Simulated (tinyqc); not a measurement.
Three-level Kane dispersion of a narrow-gap semiconductor: one step. The three bands at one k. Three cases, with inputs chosen for the exercise.

Task: Expand the equation into E^3 + a2 E^2 + a1 E + a0 = 0 and give its roots; compare with the two-level form (Dso to infinity) E = Eg/2 +/- sqrt(Eg^2/4 + (2/3) P^2 k^2).

Zero of energy at Gamma8, c = hbar^2/2m0, P^2 = Ep c. The free-electron term and remote bands are left out, so the heavy holes are flat at E = 0 and the other three bands obey E (E - Eg)(E + Dso) = P^2 k^2 (E + 2 Dso/3). The conduction band is the highest root; its edge is Ec = max(Eg, 0).

Constants: hbar^2/2m0 = 3.80998211 eV angstrom^2.

Case 1.

Values chosen (a narrow-gap II-VI alloy; shifted at random, so the results belong to these values and not to a real crystal): Eg = 0.277 eV (E(Gamma6) - E(Gamma8)); Dso = 1.03 eV (spin-orbit splitting); Ep = 18.3 eV (Kane energy); k = 0.021 1/angstrom (wave vector).

Case 2.

Values chosen (near those of InAs; shifted at random, so the results belong to these values and not to a real crystal): Eg = 0.434 eV (E(Gamma6) - E(Gamma8)); Dso = 0.38 eV (spin-orbit splitting); Ep = 21.8 eV (Kane energy); k = 0.039 1/angstrom (wave vector).

Case 3.

Values chosen (near those of InAs; shifted at random, so the results belong to these values and not to a real crystal): Eg = 0.437 eV (E(Gamma6) - E(Gamma8)); Dso = 0.38 eV (spin-orbit splitting); Ep = 20.7 eV (Kane energy); k = 0.038 1/angstrom (wave vector).

Give: P^2 k^2; a2, a1, a0; roots; two-level form.

Result:

Case 1.

P^2 k^2 = 0.030748 eV^2

a2, a1, a0: 0.753000  -0.316058  -0.021113

roots (eV): -1.0379  -0.0591  0.3440

two-level form (eV): -0.0607  0.3377

The two-level form misses the highest root by -6.3 meV. The order is normal: Gamma6 forms the conduction band.

Case 2.

P^2 k^2 = 0.126331 eV^2

a2, a1, a0: -0.054000  -0.291251  -0.032004

roots (eV): -0.4415  -0.1181  0.6136

two-level form (eV): -0.1454  0.5794

The two-level form misses the highest root by -34.3 meV. The order is normal: Gamma6 forms the conduction band.

Case 3.

P^2 k^2 = 0.113883 eV^2

a2, a1, a0: -0.057000  -0.279943  -0.028850

roots (eV): -0.4345  -0.1103  0.6018

two-level form (eV): -0.1332  0.5702

The two-level form misses the highest root by -31.7 meV. The order is normal: Gamma6 forms the conduction band.

Computed by tinyqc, one run a case: `OMP_NUM_THREADS=1 python tinyqc.py N N+1 out.jsonl` with N = 1050101, 1050545, 1050587; one thread of a shared Intel(R) Xeon(R) Processor @ 2.30GHz, about 0.01 s a run at most.
